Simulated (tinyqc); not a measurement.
Drifting, spreading and decaying minority pulse (Haynes-Shockley), explicit time steps: course in time.

Low injection in a uniform field: dn/dt = D d2n/dx2 - v dn/dx - n/tau with D = mu Vt and v = mu F towards +x. Exact solution on an infinite bar for a Gaussian start at x0: n = N0 exp(-t/tau) exp(-(x - x0 - v t)^2/(2 s^2))/sqrt(2 pi s^2), s^2 = s0^2 + 2 D t.

Exponentially fitted fluxes: d = F hx/Vt, B(d) = d/(exp(d) - 1), k = D dt/hx^2; (L n)_i = a n_(i-1) + b n_i + c n_(i+1) with a = k B(-d), c = k B(d), b = -a - c - dt/tau. Explicit steps keep n positive for dt up to 1/[(D/hx^2)(B(d) + B(-d)) + 1/tau].

Start: Nodes x_i = i hx, i = 1 to 11, n = 0 at nodes 0 and 12; the Gaussian at t = 0 with x0 = 4 hx.

(L n)_i = a n_(i-1) + b n_i + c n_(i+1), n = 0 beyond the ends. Explicit step: n(new) = n + L n.

The same steps, now on nodes 1 to 60 (n = 0 at nodes 0 and 61), for 24 steps; centre = sum x n/sum n. Deviations are from the exact pulse, as a share of its largest value on the nodes; a run counts as stable if they stay under 100 %.

Values chosen for this exercise; mobility close to that of germanium at room temperature:
```
symbol,value,unit,meaning
T,350,K,temperature
mu,1890,cm^2/(V s),minority-carrier mobility
F,54,V/cm,sweep field along the drift
hx,11,um,mesh step
tau,1.2e-7,s,lifetime
N0,4e10,cm^-2,injected sheet density
dt,4.8e-9,s,time step
s0,12,um,initial width (standard deviation)
```

Constants: q = 1.602176634e-19 C, kB = 1.380649e-23 J/K, Vt = kB T/q. Results are converted to the units shown.

Course of the iteration:

| step | hx sum n (cm^-2) | centre (um) | most negative n (cm^-3), 0 if none | largest deviation (% of the peak) |
|---|---|---|---|---|
| 1 | 3.83586e10 | 49.1538 | 0 | 3.83 |
| 2 | 3.68012e10 | 54.2909 | 0 | 6.00 |
| 3 | 3.53108e10 | 59.4247 | 0 | 6.12 |
| 4 | 3.38848e10 | 64.5535 | 0 | 7.90 |
| 5 | 3.25197e10 | 69.6773 | 0 | 7.65 |
| 6 | 3.12120e10 | 74.7968 | 0 | 8.83 |
| 7 | 2.99587e10 | 79.9126 | 0 | 8.58 |
| 8 | 2.87570e10 | 85.0257 | 0 | 9.42 |
| 9 | 2.76043e10 | 90.1365 | 0 | 9.20 |
| ... | ... | ... | ... | ... |
| 16 | 2.07388e10 | 125.880 | 0 | 10.3 |
| 17 | 1.99091e10 | 130.984 | 0 | 10.6 |
| 18 | 1.91126e10 | 136.087 | 0 | 10.5 |
| 19 | 1.83480e10 | 141.191 | 0 | 10.8 |
| 20 | 1.76141e10 | 146.294 | 0 | 10.9 |
| 21 | 1.69095e10 | 151.398 | 0 | 11.3 |
| 22 | 1.62331e10 | 156.501 | 0 | 11.2 |
| 23 | 1.55837e10 | 161.604 | 0 | 11.7 |
| 24 | 1.49604e10 | 166.707 | 0 | 11.8 |

Is this run stable, and what does its course show?

Yes. The run is stable. After 24 steps the deviation is 12 % of the peak. From step 1 to the last the centre has moved at 1.04 v and the content is 2.3 % below N0 exp(-t/tau). On an endless mesh these steps would give a speed of 1.04 v and a content of 0.980 times the exact one, from dt/tau = 0.0400 alone; the rest comes from the absorbing ends.

Computed by the program tinyqc: `OMP_NUM_THREADS=1 python tinyqc.py 2310017 2310018 out.jsonl`, one thread of a shared Intel Xeon 2.30GHz, about 0.01 s for the whole run.
